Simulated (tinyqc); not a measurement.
The liquidus: liquidus of a compound AB in a simple-solution melt, liquid-phase epitaxy and vapour pressures. Computed by tinyqc, a small Python program. Command: `OMP_NUM_THREADS=1 python tinyqc.py 3003095 3003096 out.jsonl liq35 walk`. One thread of a shared host (Intel(R) Xeon(R) Processor @ 2.30GHz), about 0.04 s of CPU time with the checks.

x is the atom fraction of B in the melt. The melt is a simple solution: R T ln gamma_B = W (1 - x)^2, R T ln gamma_A = W x^2, W = a + b T. The solid AB is stoichiometric.

Inputs (values chosen for the exercise, modelled on InAs for the melt):
```
quantity,value,unit
melting point T_F,1215,K
entropy of fusion S_F,60.9,J/(mol K)
interaction a,17.1,kJ/mol
interaction slope b,-41,J/(mol K)
```

Constants: R = 8.314462618 J/(mol K).

Method. Liquidus (Vieland): f(x) = R T ln[4 x (1 - x)] + 2 W (1/2 - x)^2 + S_F (T_F - T) = 0.

Solubility; ideal: W = 0; dilute: (1/4) exp[-(S_F (T_F - T) + W/2)/(R T)]:
```
T (K),x,ideal,dilute,W (kJ/mol)
608,3.6147e-04,1.6681e-04,3.6174e-04,-7.828
705,3.3858e-03,1.2512e-03,3.4205e-03,-11.805
802,1.7616e-02,5.7856e-03,1.8783e-02,-15.782
899,5.7002e-02,1.9423e-02,7.1420e-02,-19.759
996,1.2701e-01,5.2726e-02,2.0936e-01,-23.736
1094,2.2679e-01,1.2744e-01,5.1130e-01,-27.754
1166,3.2949e-01,2.4264e-01,8.9543e-01,-30.706
1203,4.1658e-01,3.6728e-01,1.1635e+00,-32.223
```

What follows from these numbers?

x over the ideal value is 2.17 in the first row and 1.13 in the last, and lies between 1.13 and 3.04: W > 0 lowers the solubility and W < 0 raises it, by about exp(-W/(2 R T)) when dilute. The dilute form is within 5 % in 2 of the eight rows. Near T_F the liquidus closes as a parabola about x = 1/2.

Extremes, crossings and ranges named in words are read from the listed rows.
